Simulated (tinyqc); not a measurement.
Two regimes over temperature: microkinetic model of low-temperature epitaxy from hydride gases: adsorption, hydrogen desorption and rate control. Computed by tinyqc, a small Python program. Command: `OMP_NUM_THREADS=1 python tinyqc.py 3013736 3013737 out.jsonl hepi walk`. One thread of a shared host (Intel(R) Xeon(R) Processor @ 2.30GHz), about 0.01 s of CPU time with the checks.

Each hydride molecule needs two free sites and leaves four hydrogen atoms, of which two leave at once as H2; theta is the hydrogen coverage, the site density is 6.78 per nm^2 and one layer is 1.358 angstrom thick.

Inputs (values chosen for the exercise, close to those used for silane on Si(001)):

| quantity | value | unit |
|---|---|---|
| silane pressure p_S | 0.64 | Pa |
| sticking prefactor of silane s0 | 0.025 | - |
| adsorption barrier E_s | 0.11 | eV |
| desorption prefactor nu_d | 6e+12 | 1/s |
| desorption energy on silicon E_d | 2.18 | eV |
| hydrogen carrier pressure p_H | 0 | Pa |
| sticking of hydrogen s_H | 1.1e-08 | - |

Film: silicon. Order of hydrogen desorption: first.

Constants: k_B = 8.617333262e-05 eV/K; u = 1.6605390666e-27 kg; k_B = 1.380649e-23 J/K.

Method:
- Flux per site F = p/(sqrt(2 pi M k_B T) x 6.78e18 per m^2), M = 32.12 u (silane), 2.016 u (hydrogen); s = s0 exp(-E_s/(k_B T)); k_S = s F_S = k; k_H = s_H F_H; k_d = nu_d exp(-E_d/(k_B T)).
- With k the hydride and k_H the hydrogen adsorption rate on free pairs and k_d the desorption rate, steady state: 2 (k + k_H)(1 - theta)^2 = k_d theta; growth rate R = k (1 - theta)^2 layers/s; 1 layer/s = 8.148 nm/min.
- Temperatures in kelvin are T(C) + 273.15.
- Limits: desorption-limited R = k_d k/(2 (k + k_H)), adsorption-limited R = k.

Growth:

| T (C) | theta | G (nm/min) | desorption limit (nm/min) | adsorption limit (nm/min) |
|---|---|---|---|---|
| 400 | 0.99526 | 1.1608e-03 | 1.1663e-03 | 51.723 |
| 450 | 0.98354 | 1.5421e-02 | 1.5679e-02 | 56.895 |
| 500 | 0.95179 | 1.4335e-01 | 1.5061e-01 | 61.678 |
| 550 | 0.87908 | 9.6614e-01 | 1.0990e+00 | 66.081 |
| 600 | 0.74031 | 4.7286e+00 | 6.3874e+00 | 70.119 |
| 650 | 0.53046 | 1.6274e+01 | 3.0679e+01 | 73.813 |
| 700 | 0.30085 | 3.7729e+01 | 1.2541e+02 | 77.186 |
| 750 | 0.13456 | 6.0113e+01 | 4.4673e+02 | 80.259 |
| 800 | 0.05272 | 7.4531e+01 | 1.4137e+03 | 83.058 |
| 850 | 0.02035 | 8.2155e+01 | 4.0375e+03 | 85.603 |

The apparent activation energy of G is 2.17 eV between the first rows and 0.20 eV between the last; full hydrogen cover gives a value near the desorption energy (plus E_s where k_H far exceeds k), a bare surface one near E_s less k_B T/2 from the flux. The coverage passes one half between 650 and 700 C, the knee of the Arrhenius plot.

Extremes, crossings and ranges named in words are read from the listed rows.
